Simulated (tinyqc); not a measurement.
Ways to converge the cycle: SCF convergence aids in the sto-3g basis, for BeH, spin multiplicity 2. Computed by the program tinyqc with PySCF. UHF with one setting changed at a time; a run stops when the energy changes by less than 1e-09 hartree and the error matrix is below 1e-5. The start is the Wolfsberg-Helmholz matrix. Damping d keeps d of the old density; a shift (hartree) raises the virtual levels; DIIS n extrapolates F over n matrices.

Geometry (angstrom):
```
atom,x,y,z
Be,0.0000,0.0000,0.0000
H,0.0000,0.0000,2.6560
```

lowest solution found by these runs and by PySCF with stability checks = -14.824042 hartree

Largest element of the error matrix X^T (FDS - SDF) X:
```
iteration,plain,damping 0.3,damping 0.6,shift 0.4,DIIS 3,DIIS 8
1,2.0e-01,2.0e-01,2.0e-01,2.0e-01,2.0e-01,2.0e-01
2,8.6e-02,3.7e-02,9.3e-02,1.1e-01,8.6e-02,8.6e-02
3,1.2e-01,5.8e-02,4.6e-02,4.9e-02,7.6e-02,7.6e-02
4,9.6e-02,6.5e-02,3.9e-02,4.9e-02,7.9e-02,7.9e-02
5,6.1e-02,7.4e-02,5.2e-02,6.2e-02,6.5e-02,8.3e-02
6,2.9e-02,7.0e-02,6.2e-02,7.3e-02,2.8e-02,3.7e-02
8,4.1e-03,3.5e-02,7.3e-02,8.7e-02,9.5e-03,2.5e-02
10,1.2e-03,1.2e-02,6.5e-02,6.6e-02,4.4e-03,1.8e-03
14,1.9e-04,2.6e-03,3.0e-02,1.9e-02,6.9e-04,1.9e-07
20,1.1e-05,4.2e-04,6.0e-03,5.0e-03,3.2e-04,-
30,-,2.0e-05,1.2e-03,4.7e-04,9.9e-06,-
45,-,-,1.0e-04,1.3e-05,-,-
60,-,-,9.0e-06,-,-,-
```

How each run ends:
```
run,iterations,E (hartree),state
plain,21,-14.75675,higher
damping 0.3,33,-14.75675,higher
damping 0.6,60,-14.75675,higher
shift 0.4,47,-14.75675,higher
DIIS 3,34,-14.59913,higher
DIIS 8,14,-14.59913,higher
```

What does the comparison show, and why?

No run reaches the lowest solution found. Ending on a higher stationary point: plain, damping 0.3, damping 0.6, shift 0.4, DIIS 3, DIIS 8; a small error matrix cannot reveal that, and an occupation fixed by the start is kept by symmetry or by the shape of the basin. Plain steps already contract here, so damping only slows them. DIIS 8 gains by cancelling the error over several earlier matrices, much as a quasi-Newton step does. DIIS minimises the error, not the energy, so it can stall or settle near a saddle, and its small system turns near-singular when few rotations are active.
